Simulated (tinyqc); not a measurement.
Worked calculation: ellipsoidal valleys in the axes of a wafer and a channel. Values are carried at full precision from step to step, so a last printed digit may differ when a step is redone from the rounded ones.

Valleys with axes a along [111], [1-1-1], [-11-1] and [-1-11], one whole valley each; inverse mass tensor w = 1/mt + (1/ml - 1/mt) a a. Device axes: z = nz/|nz|, x = nx/|nx|, y = z cross x; in them a = (ax, ay, az). Confinement mass mz = 1/w_zz. In the plane w_ij is replaced by u_ij = w_ij - w_iz w_jz/w_zz (i, j = x, y); density-of-states mass md = 1/sqrt(det u); conductivity mass along x mc = 1/u_xx; ballistic transport mass mx = u_yy/det u, width mass my = 1/u_yy.

Constants: hbar^2/2m0 = 3.80998211 eV angstrom^2; kB = 8.617333262e-05 eV/K.

Values chosen for the exercise (near those of the L valleys of Ge; the results hold for these values, not for the real material):
- ml = 1.588 m0 (longitudinal mass)
- mt = 0.085 m0 (transverse mass)
- nz = (0, 0, 1) (surface normal (confinement))
- nx = (1, 0, 0) (channel direction)
- t = 5.8 nm (thickness of the film)
- T = 300 K (temperature)

## Device axes and valley axes

Give the rows x, y, z in cubic components and each valley axis in device components.

device axes:
```
    [100]   [010]   [001]
x  1.0000  0.0000  0.0000
y  0.0000  1.0000  0.0000
z  0.0000  0.0000  1.0000
```

valley axes:
```
               ax        ay        az
[111]     0.57735   0.57735   0.57735
[1-1-1]   0.57735  -0.57735  -0.57735
[-11-1]  -0.57735   0.57735  -0.57735
[-1-11]  -0.57735  -0.57735   0.57735
```

## Tensors of the valley [-1-11]

Form w and the reduced tensor u.

w (1/m0):
```
         x        y       z
x   8.0530  -3.7117  3.7117
y  -3.7117   8.0530  3.7117
z   3.7117   3.7117  8.0530
```

u (1/m0):
```
         x        y
x   6.3423  -5.4224
y  -5.4224   6.3423
```

The axis is tilted against the normal, so w_xz or w_yz is not zero and the reduction changes the masses in the plane.

## Masses of all valleys

Give mz, md, mc, mx and my.

Masses (m0):

| valley | mz | md | mc | mx | my |
|---|---|---|---|---|---|
| [111] | 0.1242 | 0.3040 | 0.1577 | 0.5860 | 0.1577 |
| [1-1-1] | 0.1242 | 0.3040 | 0.1577 | 0.5860 | 0.1577 |
| [-11-1] | 0.1242 | 0.3040 | 0.1577 | 0.5860 | 0.1577 |
| [-1-11] | 0.1242 | 0.3040 | 0.1577 | 0.5860 | 0.1577 |

mz md^2 = ml mt^2 = 0.01147 for every valley, so a heavy confinement mass comes with a small density of states. On this face all axes make the same angle with the normal.

## Subbands and shares in a film

Hard walls: E_n = c (n pi/t)^2/mz, c = hbar^2/2m0, n = 1, 2, 3. Non-degenerate share of a valley proportional to md sum_n exp(-E_n/kT); mean 1/mc = sum of share/mc. 1 nm = 10 angstrom.

Give the ladders, the shares and the mean conductivity mass.

Subbands:

| valley | E1 (meV) | E2 (meV) | E3 (meV) | share |
|---|---|---|---|---|
| [111] | 90.0 | 360.1 | 810.2 | 0.250 |
| [1-1-1] | 90.0 | 360.1 | 810.2 | 0.250 |
| [-11-1] | 90.0 | 360.1 | 810.2 | 0.250 |
| [-1-11] | 90.0 | 360.1 | 810.2 | 0.250 |

mean mc = 0.1577 m0

The lowest ladder ([111], [1-1-1], [-11-1] and [-1-11]) holds 100 % of the electrons in these valleys: all valleys have the same mz and md on this face, though not always the same mc.

## Checks

- mz md^2 against ml mt^2: they agree to 1e-10 or better.
- mx my against md^2: they agree to 1e-10 or better.

(tinyqc, `OMP_NUM_THREADS=1 python tinyqc.py 1881177 1881178 out.jsonl`, Intel(R) Xeon(R) Processor @ 2.30GHz, 1 thread, shared host, about 0.01 s.)
